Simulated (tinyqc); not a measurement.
## Via and link resistance from two via chains

Problem. A chain of 1000 vias joined by 1000 metal links has R = 1000 (Rv + Rlink), with Rlink proportional to the link length. Find Rv, Rlink for length L, and the value of Rv that the short chain would give if the links were ignored.

resistance of chains of 1000 links with link lengths L and 3 L (ohm): [65800, 83400]

Answer. R per link is a straight line in the link length; its intercept at zero length is Rv.

Rv = 57.0 ohm
Rlink = 8.80 ohm
Rv without correction = 65.8 ohm

Computed by the program tinyqc: `OMP_NUM_THREADS=1 python tinyqc.py 2750093 2750094 out.jsonl`, one thread of a shared Intel Xeon 2.30GHz, about 0.01 s for the whole run.
